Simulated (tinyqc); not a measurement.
Where the wafer is too thin: surface photovoltage measurement of the minority-carrier diffusion length in a wafer. Computed by tinyqc, a small Python program. Command: `OMP_NUM_THREADS=1 python tinyqc.py 3130446 3130447 out.jsonl spv walk`. One thread of a shared host (Intel(R) Xeon(R) Processor @ 2.30GHz), about 0.01 s of CPU time with the checks.

Low injection, steady light, a depletion layer much thinner than 1/alpha and L. The excess density dn is taken at the front edge of the neutral region; light that reaches the back is lost.

Inputs (values chosen for the exercise, modelled on p-type silicon at room temperature):
```
quantity,value,unit
wafer thickness W,625,micrometre
diffusivity D,28.6,cm^2/s
front recombination velocity S_f,2500,cm/s
back recombination velocity S_b,420000,cm/s
photon flux entering,1.4e+11,1/(cm^2 s)
```

Method:
- alpha = (84.732/lambda - 76.417)^2 per cm with lambda in micrometre (an empirical fit for silicon between 0.7 and 1.05 micrometre).
- Thick wafer: dn = Phi L/((S_f + D/L)(L + 1/alpha)). Finite wafer, with s = S_b L/D, w = W/L, a = alpha L: dn = [Phi a/(a^2 - 1)] [a - B - exp(-alpha W)(a - s)/(cosh w + s sinh w)]/(S_f + B D/L), B = (sinh w + s cosh w)/(cosh w + s sinh w).
- Readings y = (Phi/dn) (1 + noise x g) at 780, 830, 880, 920, 950, 975 and 995 nm; a least-squares line y = c (1/alpha + L_app) gives L_app = intercept/slope.
- No noise; L is varied at fixed W, and the last two columns set S_b to 0 and to 1e7 cm/s.

Apparent length (micrometre):
```
L,W/L,given S_b,S_b = 0,S_b = 1e7
31.2,20.032,31.20,31.2,31.20
62.5,10.000,62.50,62.5,62.50
125.0,5.000,124.86,125.1,124.85
188.0,3.324,185.72,190.0,185.71
312.0,2.003,285.64,338.1,285.54
500.0,1.250,376.40,647.2,376.13
812.0,0.770,438.68,1396.4,438.23
1310.0,0.477,469.50,3034.8,468.94
2500.0,0.250,485.27,7352.9,484.66
```

With a fast back surface L_app levels off, at 485 micrometre in the last row; with a passive one it reaches up to 2.94 times L among these rows and is 7350 in the last. All three columns are within 5 % of L down to W/L = 3.3.

Extremes, crossings and ranges named in words are read from the listed rows.
